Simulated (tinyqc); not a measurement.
Schottky barrier on an n-type semiconductor with a doping step, non-linear Poisson equation by Newton steps: one step of the calculation.

One dimension, metal at x = 0, donor density C(x) = N1 for x < x1 and Nd beyond. Energies are counted from the electron Fermi level of the semiconductor and the conduction-band edge is Ec = -psi, so n = Nc exp(psi/Vt); holes follow the Fermi level of the metal, at -V, so p = Nv exp((V - psi - Eg)/Vt). Ends: psi(0) = V - phiB and psi = Vt ln(Nd/Nc) deep inside. Boltzmann statistics, full ionisation, no current, no image force in the Poisson equation.

Question. Newton step. Solve the tridiagonal system a_(i-1) d_(i-1) + b_i d_i + a_i d_(i+1) = -F_i for nodes 1 to 12, with d = 0 on fixed nodes. Half of the step is added while the largest |d| exceeds 1.5 Vt, the full step after that.

Inputs (values chosen for the exercise):
```
symbol,value,unit,meaning
T,293,K,temperature
```

Constants: q = 1.602176634e-19 C, kB = 1.380649e-23 J/K, Vt = kB T/q. Results are converted to the units shown.

```
interval,coupling a_i (F/cm^2)
0,8.6151247e-7
1,7.4914128e-7
2,6.5266097e-7
3,5.6308005e-7
4,4.9229284e-7
5,4.2861317e-7
6,3.6816772e-7
7,3.3135095e-7
8,2.7790725e-7
9,2.4614642e-7
10,2.1012499e-7
11,1.8728532e-7
12,1.5953935e-7
```

```
node,diagonal b (F/cm^2),residual F (C/cm^2)
1,-1.6106538e-6,1.8945739e-8
2,-1.4018022e-6,2.1765570e-8
3,-1.2157481e-6,2.5113940e-8
4,-1.1263290e-6,2.7112288e-8
5,-2.5796542e-5,-5.9438305e-7
6,-4.8343492e-5,-1.1168913e-6
7,-4.0081059e-6,-1.8799782e-8
8,-2.7729232e-6,-1.8229164e-10
9,-2.8467225e-6,-2.0156913e-12
10,-3.1104690e-6,-1.4635917e-14
11,-3.4338834e-6,-6.3061830e-17
12,-3.8368890e-6,~0
```

```
node,psi after iteration 1 (V)
0,-1.3000000
1,-0.9975173
2,-0.7002421
3,-0.4257197
4,-0.1967261
5,-0.0522271
6,-0.0395505
7,-0.1100547
8,-0.1243915
9,-0.1263025
10,-0.1264958
11,-0.1265114
12,-0.1265124
13,-0.1265125
```

Give: Newton step d, before damping; psi after iteration 2.

Answer.

```
node,"Newton step d, before damping (V)"
1,0.053626
2,0.090006
3,0.098414
4,0.063561
5,-0.022216
6,-0.023353
7,-0.006910
8,-0.000900
9,-0.000089
10,-0.000007
11,0.000000
12,0.000000
```

```
node,psi after iteration 2 (V)
0,-1.3000
1,-0.9707
2,-0.6552
3,-0.3765
4,-0.1649
5,-0.0633
6,-0.0512
7,-0.1135
8,-0.1248
9,-0.1263
10,-0.1265
11,-0.1265
12,-0.1265
13,-0.1265
```

Program tinyqc, `OMP_NUM_THREADS=1 python tinyqc.py 2020149 2020150 out.jsonl`; Intel Xeon 2.30GHz, shared host, one thread, about 0.2 s.

~0 in a residual or rate marks an entry under 1e-11 of the largest of its column.
